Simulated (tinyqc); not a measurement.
Ion implantation: universal nuclear stopping, Lindhard-Scharff electronic stopping and a Gaussian range profile. From depth x_j where C falls to C_B back to dose Q. Computed by tinyqc, a small Python program. Command: `OMP_NUM_THREADS=1 python tinyqc.py 3011584 3011585 out.jsonl implant inv`. One thread of a shared host (Intel(R) Xeon(R) Processor @ 2.30GHz), about 0.4 s of CPU time with the checks.

An ion slows by elastic collisions with screened nuclei and by friction with electrons; channelling is ignored and the target is uniform.

Inputs (values chosen for the exercise, modelled on germanium ions in diamond):

| quantity | value | unit |
|---|---|---|
| ion atomic number Z1 | 32 | - |
| ion mass M1 | 74 | u |
| target atomic number Z2 | 6 | - |
| target mass M2 | 12.01 | u |
| target density N | 176.3 | 1/nm^3 |
| ion energy E | 4.1 | keV |
| scale factor of electronic stopping k | 1.3 | - |
| background C_B | 2e+15 | 1/cm^3 |

Method:
- Reduced energy eps = 32.53 M2 E/(Z1 Z2 (M1 + M2)(Z1^0.23 + Z2^0.23)), E in keV; s_n = ln(1 + 1.1383 eps)/(2 (eps + 0.01321 eps^0.21226 + 0.19593 eps^0.5)) for eps up to 30 and ln(eps)/(2 eps) above; S_n = 8.462 Z1 Z2 M1 s_n/((M1 + M2)(Z1^0.23 + Z2^0.23)) in 1e-15 eV cm^2.
- S_e = k 3.83 Z1^(7/6) Z2/(Z1^(2/3) + Z2^(2/3))^(3/2) sqrt(E/M1) in 1e-15 eV cm^2, E in keV.
- Path length R = int_0^E dE'/(N (S_n + S_e)); energy lost to nuclei nu = int_0^E S_n/(S_n + S_e) dE' (both with E' = E y^3 and 64 Gauss-Legendre points in y).
- Estimates of Lindhard type: R_p = R/(1 + M2/(3 M1)), straggle dR_p = (2/3) R_p sqrt(M1 M2)/(M1 + M2).
- C(x) = C_p exp(-(x - R_p)^2/(2 dR_p^2)) with C_p = Q/(sqrt(2 pi) dR_p), 1 nm = 1e-7 cm; the profile falls to the background at x_j = R_p + dR_p sqrt(2 ln(C_p/C_B)); the peak atomic fraction is C_p/N.

Task: A run gave the result below. Find the dose Q, known to lie between 2.5e+15 and 3.8e+15 1/cm^2.

Depth x_j where C falls to C_B = 9.821825 nm

Result:

Each step takes the trial c = (a f_b - b f_a)/(f_b - f_a), f being the result less the target and a, b, c the logarithms of the listed values; c replaces end b, the old b replaces a if the sign of f changed, and otherwise f_a is halved.

Scan of the range:

| dose Q (1/cm^2) | depth x_j where C falls to C_B (nm) |
|---|---|
| 2.50e+15 | 9.79220 |
| 2.68e+15 | 9.80459 |
| 2.87e+15 | 9.81677 |
| 3.08e+15 | 9.82929 |
| 3.30e+15 | 9.84150 |
| 3.54e+15 | 9.85389 |
| 3.80e+15 | 9.86638 |

False position (Illinois rule, in the logarithm of the input) inside the bracket:

| step | end a | end b | trial | depth x_j where C falls to C_B (nm) |
|---|---|---|---|---|
| 1 | 2.87000e+15 | 3.08000e+15 | 2.95306e+15 | 9.82183 |
| 2 | 2.87000e+15 | 2.95306e+15 | 2.95294e+15 | 9.82182 |
| 3 | 2.95306e+15 | 2.95294e+15 | 2.95300e+15 | 9.82183 |

Depth x_j where C falls to C_B rises at every point of a 13-point scan of the range (every second point is shown), so one value fits; it is bracketed by 2.87e15 and 3.08e15. Answer: dose Q = 2.953e15 1/cm^2.

Caution: the peak exceeds 5 atomic %, where sputtering and the changed target matter.
